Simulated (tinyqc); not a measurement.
What moves the results: two electrons on one impurity (helium-like model). A value that a table varies takes the place of the one given here.

Units Ha* = 2 Ry m/eps^2 and a* = a0 eps/m. One electron is bound by Z^2/2. Two electrons in the singlet built from exp(-a r) and exp(-b r): S = 8 (ab)^(3/2)/(a + b)^3, h_aa = a^2/2 - Z a, h_bb alike, h_ab = S (ab/2 - Z (a + b)/2), J = ab (a^2 + 3ab + b^2)/(a + b)^3, K = 20 (ab)^3/(a + b)^5, E = (h_aa + h_bb + 2 S h_ab + J + K)/(1 + S^2). For a = b this is a^2 - 2 Z a + 5a/8. Real double donors are deeper, since the central cell is left out.

Constants: e^2/(4 pi eps0) = 14.39964547 eV angstrom.

Parameters, chosen for this exercise (near those of impurities in Si; shifted at random, so the results belong to these values and not to a real crystal): m = 0.313 m0 (one mean mass); eps = 11.9 (dielectric constant); Zs = (0.99, 1.04, 1.16, 1.49, 2.18, 2.77, 3.87) (charges); a_lat = 5.431 angstrom (lattice constant); Eg = 1.164 eV (gap); ED = 45.6 meV (donor binding); EA = 40.8 meV (acceptor binding); W0 = 0.43 x 1e7/s (rate at zero distance); kind = opposite (sublattices of donor and acceptor); shells = (42, 51, 99, 225, 420, 505, 552) (shell numbers).

## Effective charge

Ha* = 60.1452 meV

Binding of the first electron, of the second (-E - Z^2/2) with equal and with unequal orbitals, and U, the first less the second (unequal).

Results (meV):
```
Z     first  second, equal  second, unequal   a/b      U  U/(Z Ha*)
0.99   29.5          -1.87             0.61  3.79   28.9      0.485
1.04   32.5          -0.69             1.64  3.32   30.9      0.494
1.16   40.5           2.73             4.85  2.76   35.6      0.510
1.49   66.8          16.63            18.47  2.17   48.3      0.539
2.18  142.9          66.84            68.50  1.77   74.4      0.568
2.77  230.7         132.49           134.08  1.62   96.7      0.580
3.87  450.4         310.79           312.32  1.48  138.1      0.593
```

What does this show, and why?

Equal orbitals bind a second electron only above Z = (5/16)/(1 - 1/sqrt2) = 1.067; unequal ones do so in 7 of the 7 rows. Their gain is 2.48 meV in the first row and 1.53 in the last, while the second binding grows to 312 meV, so the gain decides the matter only near Z = 1. U grows almost linearly with Z: U/(Z Ha*) goes from 0.485 to 0.593, towards 5/8, while the first binding grows as Z^2. Angular correlation is left out: at Z = 1 this function binds the second electron by 0.0133 Ha*, half the exact 0.0278.

## Pair lines (donor-acceptor pair recombination)

h nu = Eg - ED - EA + q/(eps R), q = e^2/(4 pi eps0); shell j lies at R = a_lat sqrt(j/2) for the same sublattice and a_lat sqrt(j/2 - 5/16) for opposite ones (on the same sublattice shells 14, 30, 46, 56, 62, ... are empty, where 2j has the form 4^a (8b + 7)); rate W = W0 exp(-2R/aD) with the donor radius aD = q/(2 eps ED). Polarisation and overlap terms, which matter for close pairs, are left out.

Energy, rate and lifetime for each shell.

Lines:
```
shell  R (angstrom)  Coulomb (meV)  h nu (eV)  step to the next shell (meV)  1/W (microsecond)
42            24.70           49.0     1.1266                          0.58               9.63
51            27.26           44.4     1.1220                          0.43               14.2
99            38.09           31.8     1.1094                          0.16               72.5
225           57.52           21.0     1.0986                         0.047           1.36e+03
420           78.64           15.4     1.0930                         0.018           3.27e+04
505           86.25           14.0     1.0916                         0.014           1.03e+05
552           90.18           13.4     1.0910                         0.012           1.86e+05
```

limit for distant pairs = 1.0776 eV
aD = 13.3 angstrom

What can be read from the table?

The lines crowd together, on average as R^-3: the step falls from 0.58 to 0.012 meV, so distant pairs merge into a band. Close pairs emit higher and 1.93e+04 times faster over this table, so the band shifts to lower energy with delay and to higher energy with stronger pumping. All these lines lie below Eg, and R/aD runs from 1.9 up.

Run: tinyqc, `OMP_NUM_THREADS=1 python tinyqc.py 1250232 1250233 out.jsonl`; Intel(R) Xeon(R) Processor @ 2.30GHz, one thread, shared host; about 0.02 s of CPU time with all checks.
